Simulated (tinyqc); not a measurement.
Sp3 tight binding, zinc-blende lattice, step by step. One step of it, computed by the program tinyqc.

Task: Bloch Hamiltonian at X. Slater-Koster rules over the four bonds with direction cosines (l, m, n): ss V_ss; s-px l V_sp; px-s -l V_sp; px-px l^2 V_pps + (1 - l^2) V_ppp; px-py l m (V_pps - V_ppp); each times exp(i k.d).

Parameters chosen for this model: zinc-blende lattice, anion at 0, cation at a/4 (1,1,1); V = eta hbar^2 / (m d^2), hbar^2/m = 7.619964 eV angstrom^2:
```
parameter,value,unit
a,3.980000,angstrom
d,1.723391,angstrom
Es anion,-15.440000,eV
Ep anion,-7.100000,eV
Es cation,-15.440000,eV
Ep cation,-7.100000,eV
eta ss,-1.320000,
eta sp,1.420000,
eta pp sigma,2.220000,
eta pp pi,-0.630000,
V ss,-3.386565,eV
V sp,3.643123,eV
V pp sigma,5.695587,eV
V pp pi,-1.616315,eV
```

k point X (2 pi / a): 1  0  0

Give: H(k) at X.

Result:

H(k) at X (eV):
```
,a s,a px,a py,a pz,c s,c px,c py,c pz
a s,-15.4400,0.0000,0.0000,0.0000,0.0000,0.0000+8.4134i,0.0000,0.0000
a px,0.0000,-7.1000,0.0000,0.0000,0.0000-8.4134i,0.0000,0.0000,0.0000
a py,0.0000,0.0000,-7.1000,0.0000,0.0000,0.0000,0.0000,0.0000+9.7492i
a pz,0.0000,0.0000,0.0000,-7.1000,0.0000,0.0000,0.0000+9.7492i,0.0000
c s,0.0000,0.0000+8.4134i,0.0000,0.0000,-15.4400,0.0000,0.0000,0.0000
c px,0.0000-8.4134i,0.0000,0.0000,0.0000,0.0000,-7.1000,0.0000,0.0000
c py,0.0000,0.0000,0.0000,0.0000-9.7492i,0.0000,0.0000,-7.1000,0.0000
c pz,0.0000,0.0000,0.0000-9.7492i,0.0000,0.0000,0.0000,0.0000,-7.1000
```
